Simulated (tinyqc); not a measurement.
# Small-signal admittance of a forward-biased p+-n diode: effects of single changes

Holes injected into a neutral base of width wb with an ohmic contact at its end; low injection, p0 far above the equilibrium density. A small voltage v exp(i w t), w = 2 pi f, modulates the edge density by p0 v/Vt, and the small-signal density obeys Dp d2p/dx2 = (1/tau + i w) p.

Parameters, values chosen for the exercise; permittivity close to that of silicon:
- T = 300 K (temperature)
- eps_r = 11.7 (relative permittivity)
- Nd = 7.1e16 cm^-3 (donor density of the base)
- Dp = 10 cm^2/s (hole diffusion coefficient)
- tau = 1e-6 s (hole lifetime)
- wb = 7.3 um (width of the neutral base)
- p0 = 9.9e12 cm^-3 (excess hole density at the junction edge)
- Na = 1e19 cm^-3 (acceptor density of the p+ side)
- Rs = 0.0017 ohm cm^2 (series resistance)
- f = 7.2e6 Hz (signal frequency)

Constants: q = 1.602176634e-19 C, kB = 1.380649e-23 J/K, Vt = kB T/q, eps0 = 8.8541878128e-14 F/cm where lengths are in cm. Results are converted to the units shown.

Each table varies one quantity; the others keep the values above.

## Admittance against frequency

L = sqrt(Dp tau); direct current J = (q Dp p0/L) coth(wb/L); k = sqrt(1 + i w tau)/L; diffusion admittance Y = (q Dp p0/Vt) k coth(k wb) = G + i w C_diff; junction capacitance C_j = sqrt(q eps0 eps_r Nd/(2 Vr)) in the depletion approximation, with the remaining barrier Vr = Vt ln(Na/p0), a rough value under forward bias; base-width modulation is left out. Measured admittance 1/[Rs + 1/(Y + i w C_j)].

The same in every row: C_j (uF/cm^2) = 0.1284.

Result of one run:

| f (Hz) | w tau | G (S/cm^2) | C_diff (uF/cm^2) | measured G (S/cm^2) | measured C (uF/cm^2) | phase of the measured Y (degrees) |
|---|---|---|---|---|---|---|
| 1e6 | 6.283 | 0.8574 | 0.01481 | 0.8575 | 0.1428 | 46.29 |

What becomes of these results when the signal frequency f is changed from 1e6 to 2e7 Hz, all else the same?

Result of the changed run:

| f (Hz) | w tau | G (S/cm^2) | C_diff (uF/cm^2) | measured G (S/cm^2) | measured C (uF/cm^2) | phase of the measured Y (degrees) |
|---|---|---|---|---|---|---|
| 2e7 | 125.7 | 1.441 | 0.01194 | 1.962 | 0.1395 | 83.62 |

The whole series:

| f (Hz) | w tau | G (S/cm^2) | C_diff (uF/cm^2) | measured G (S/cm^2) | measured C (uF/cm^2) | phase of the measured Y (degrees) |
|---|---|---|---|---|---|---|
| 20000 | 0.1257 | 0.8554 | 0.01482 | 0.8541 | 0.1428 | 1.204 |
| 80000 | 0.5027 | 0.8554 | 0.01482 | 0.8541 | 0.1428 | 4.804 |
| 3e5 | 1.885 | 0.8555 | 0.01482 | 0.8544 | 0.1428 | 17.49 |
| 1e6 | 6.283 | 0.8574 | 0.01481 | 0.8575 | 0.1428 | 46.29 |
| 6e6 | 37.70 | 0.9269 | 0.01446 | 0.9745 | 0.1424 | 79.71 |
| 2e7 | 125.7 | 1.441 | 0.01194 | 1.962 | 0.1395 | 83.62 |
| 1e8 | 628.3 | 3.443 | 0.005465 | 15.01 | 0.1297 | 79.57 |
| 4e8 | 2513 | 6.879 | 0.002736 | 143.3 | 0.09805 | 59.83 |
| 2e9 | 1.257e4 | 15.38 | 0.001224 | 519.0 | 0.01486 | 19.79 |

G starts at J/Vt = 0.855 S/cm^2 and C_diff at (J tau/(2 Vt))(1 - 2 x/sinh 2x) = 0.0148 uF/cm^2, x = wb/L = 0.231. Between the last two rows G goes as f^(0.50) and C_diff as f^(-0.50); the limits are 1/2 and -1/2, reached when the signal penetrates only sqrt(Dp/w). The measured C is 0.29 % below C_diff + C_j in the first row and 89 % below it in the last, the difference being due to Rs.

## Effect of the excess hole density at the junction edge

Same model as above.

The same in every row: w tau = 45.24.

Effect of the excess hole density at the junction edge:

| p0 (cm^-3) | G (S/cm^2) | C_diff (uF/cm^2) | C_j (uF/cm^2) | measured G (S/cm^2) | measured C (uF/cm^2) | phase of the measured Y (degrees) |
|---|---|---|---|---|---|---|
| 7e9 | 6.765e-4 | 1.012e-5 | 0.1040 | 0.03830 | 0.1040 | 89.53 |
| 7e10 | 0.006765 | 1.012e-4 | 0.1102 | 0.04907 | 0.1103 | 89.44 |
| 7e11 | 0.06765 | 0.001012 | 0.1176 | 0.1166 | 0.1186 | 88.76 |
| 7e12 | 0.6765 | 0.01012 | 0.1268 | 0.7407 | 0.1366 | 83.17 |
| 7e13 | 6.765 | 0.1012 | 0.1386 | 6.881 | 0.2343 | 57.01 |
| 7e14 | 67.65 | 1.012 | 0.1543 | 64.06 | 0.9322 | 33.36 |
| 7e15 | 676.5 | 10.12 | 0.1771 | 347.3 | 1.962 | 14.33 |

What does the comparison show?

As p0 goes from 7e9 to 7e15, G rises from 6.76e-4 to 676 S/cm^2, C_diff rises from 1.01e-5 to 10.1 uF/cm^2 and the measured C rises from 0.104 to 1.96 uF/cm^2. C_diff exceeds C_j for p0 = 7e14, 7e15.

Computed by the program tinyqc: `OMP_NUM_THREADS=1 python tinyqc.py 2890172 2890173 out.jsonl`, one thread of a shared Intel Xeon 2.30GHz, about 0.01 s for the whole run.
